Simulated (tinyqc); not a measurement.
Which roughness does what: X-ray reflectivity of a thin film on silicon: critical angles, Parratt recursion, fringes and roughness. Computed by tinyqc, a small Python program. Command: `OMP_NUM_THREADS=1 python tinyqc.py 3121564 3121565 out.jsonl xrr walk`. One thread of a shared host (Intel(R) Xeon(R) Processor @ 2.30GHz), about 0.01 s of CPU time with the checks.

n = 1 - delta + i beta; the classical electron radius is r_e = 2.8179403e-6 nm. Layer 0 is vacuum, 1 the film, 2 the substrate.

Inputs (values chosen for the exercise, modelled on a porous low-k film on silicon, copper K-alpha radiation):

| quantity | value | unit |
|---|---|---|
| wavelength lambda | 0.15406 | nm |
| film density rho | 1.28 | g/cm^3 |
| effective electrons per unit mass, film | 0.518 | mol/g |
| beta/delta, film | 0.01 | - |
| film thickness d | 28.6 | nm |
| roughness of the surface sigma_1 | 1.1 | nm |
| roughness of the interface sigma_2 | 0.35 | nm |
| substrate density | 2.33 | g/cm^3 |
| effective electrons per unit mass, substrate | 0.507 | mol/g |
| beta/delta, substrate | 0.023 | - |
| grazing angle theta | 2.49 | degrees |

Constants: N_A = 6.02214076e+23 1/mol.

Method:
- delta = r_e lambda^2 rho_e/(2 pi), rho_e = density x electrons per mass x N_A; critical angle sqrt(2 delta), q_c = 4 sqrt(pi r_e rho_e).
- k_j = (2 pi/lambda) sqrt(sin^2 theta - 2 delta_j + 2 i beta_j); r_ij = (k_i - k_j)/(k_i + k_j) x exp(-2 k_i k_j sigma^2) (Nevot-Croce); r = (r_01 + r_12 p)/(1 + r_01 r_12 p), p = exp(2 i k_1 d); R = |r|^2.
- Far above the critical angle the period is d theta = lambda/(2 d), or 2 pi/d in q; the envelope runs between (|r_01| - |r_12 p|)^2 and (|r_01| + |r_12 p|)^2; contrast = 2 a b/(a^2 + b^2) with a = |r_01|, b = |r_12 p|; roughness factors on the amplitudes are about exp(-q^2 sigma^2/2).
- R is averaged over one period above each angle (64 points); contrast = (max - min)/(max + min) of R theta^4 over that period. Cases: smooth; only sigma_1; only sigma_2; both.

period in theta = 0.154318 degrees

Constants:

| layer | rho_e (1/nm^3) | delta | beta | critical angle (degrees) | q_c (1/nm) |
|---|---|---|---|---|---|
| film | 399.292 | 4.25033e-06 | 4.25033e-08 | 0.167051 | 0.237819 |
| substrate | 711.402 | 7.57263e-06 | 1.74170e-07 | 0.222977 | 0.317437 |

Mean R and contrast:

| theta (degrees) | R smooth | contrast | R, sigma_1 | contrast, sigma_1 | R, sigma_2 | contrast, sigma_2 | R, both | contrast, both |
|---|---|---|---|---|---|---|---|---|
| 0.8 | 1.4343e-04 | 0.97607 | 7.0534e-05 | 8.1648e-01 | 1.3420e-04 | 0.95373 | 6.1353e-05 | 0.85797 |
| 1.2 | 3.2720e-05 | 0.97295 | 1.2771e-05 | 3.2879e-01 | 2.8707e-05 | 0.90936 | 8.8674e-06 | 0.41542 |
| 1.8 | 6.6059e-06 | 0.97145 | 2.4670e-06 | 3.7048e-02 | 5.1554e-06 | 0.79991 | 1.0466e-06 | 0.09178 |
| 2.5 | 1.7495e-06 | 0.97089 | 6.8434e-07 | 9.7044e-04 | 1.2178e-06 | 0.61673 | 1.3385e-07 | 0.09759 |
| 3.5 | 4.9224e-07 | 0.97006 | 1.8344e-07 | 8.0699e-05 | 3.1071e-07 | 0.30762 | 7.8255e-09 | 0.13379 |

What follows from these numbers?

At 2.5 degrees sigma_1 alone multiplies the mean R by 0.39 and sigma_2 alone by 0.70; the contrast goes from 0.97 (smooth) to 0.00 and 0.62.
